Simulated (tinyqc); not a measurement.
# Trap depth and cross-section from two peaks

Question. A DLTS peak lies where ew = sn g T^2 exp(-Et/kB T), g = vth Nc/(300 K)^2. Find Et and sn.

Parameters, values chosen for the exercise:
- Nc = 4.34e17 cm^-3 (conduction-band density of states at 300 K)
- vth = 4.4e7 cm/s (thermal velocity at 300 K)

Constants: q = 1.602176634e-19 C, kB = 1.380649e-23 J/K. Results are converted to the units shown.

peak temperatures for ew = 20 and 500 1/s (K): [292.66021, 336.42444]

Answer. The slope of ln(ew/T^2) against q/kB T is -Et, and the intercept is ln(sn g).

Et = 0.5700 eV
sn = 7.200e-15 cm^2

Numbers from tinyqc (`OMP_NUM_THREADS=1 python tinyqc.py 2050069 2050070 out.jsonl`; about 0.01 s on one thread of a shared Intel Xeon 2.30GHz).
